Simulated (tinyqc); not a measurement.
Hydrogen passivation of interface dangling bonds: competing passivation and dissociation with distributed barriers. Changing the spread sigma_f. Computed by tinyqc, a small Python program. Command: `OMP_NUM_THREADS=1 python tinyqc.py 3022396 3022397 out.jsonl passiv sweep`. One thread of a shared host (Intel(R) Xeon(R) Processor @ 2.30GHz), about 0.09 s of CPU time with the checks.

P_b + H2 gives P_bH + H at the rate k_f [H2]; P_bH gives P_b + H at the rate k_d. All defects start unpassivated. E_f and E_d are Gaussian and independent.

Inputs (values chosen for the exercise, close to those used for P_b centres at the silicon-oxide interface):

| quantity | value | unit |
|---|---|---|
| defect density N0 | 4.6e+12 | 1/cm^2 |
| passivation prefactor k_f0 | 4.3e-08 | cm^3/s |
| mean passivation barrier E_f | 1.68 | eV |
| dissociation prefactor k_d0 | 2.3e+12 | 1/s |
| mean dissociation barrier E_d | 2.61 | eV |
| spread sigma_d | 0.11 | eV |
| H2 in the oxide per atm, solubility factor | 6.1e+17 | 1/(cm^3 atm) |
| hydrogen pressure p | 1 | atm |
| anneal temperature T | 200 | C |
| anneal time t | 130 | s |
| oxide thickness | 15 | nm |

Constants: k_B = 8.617333262e-05 eV/K; e = 1.602176634e-19 C; eps_0 = 8.8541878128e-12 F/m.

Method:
- [H2] = solubility factor x p; a = k_f0 [H2] exp(-E_f/(k_B T)), d = k_d0 exp(-E_d/(k_B T)). For one pair of barriers the active share is y = [d + a exp(-(a + d) t)]/(a + d).
- Temperatures in kelvin are T(C) + 273.15.
- Average y over both Gaussians with 40 x 40 Gauss-Hermite points.
- Active density N0 y; threshold shift if each active defect holds one charge, e N0 y t_ox/(3.9 eps_0).
- Minimise the averaged y over T between 150 and 900 C: find where ln y is equal at T - 0.05 and T + 0.05 C; T is rounded to 0.1 C.

One run for each value:

| spread sigma_f (eV) | active share y | best temperature (C) | least active share |
|---|---|---|---|
| 0.005 | 1.00000 | 466.7 | 0.0001865 |
| 0.020 | 1.00000 | 476.4 | 0.0002296 |
| 0.040 | 0.99999 | 496.4 | 0.0003612 |
| 0.060 | 0.99999 | 517.8 | 0.0006094 |
| 0.080 | 0.99997 | 538.1 | 0.0010496 |
| 0.100 | 0.99991 | 556.6 | 0.0018000 |
| 0.130 | 0.99946 | 580.2 | 0.0038646 |
| 0.160 | 0.99743 | 598.6 | 0.0075958 |

Describe and explain the trends.

Over the rows, active share y falls from 1.0000 to 0.9974; best temperature (C) rises from 467 to 599 (exponent d ln y / d ln x 0.015 between the first rows and 0.15 between the last); least active share rises from 1.87e-4 to 0.00760 (exponent d ln y / d ln x 0.15 between the first rows and 3.3 between the last). The hardest defects set the temperature needed, and a hotter anneal has a higher dissociation floor.

Caution (rows 0.00500, 0.0200, 0.0400, 0.0600): a least active share below 1e-3 is a property of the model; measured passivation levels off well above it. Caution (all rows): atomic hydrogen, which both passivates and depassivates, and further passivation during cooling are left out.

Extremes, crossings and ranges named in words are read from the listed rows.
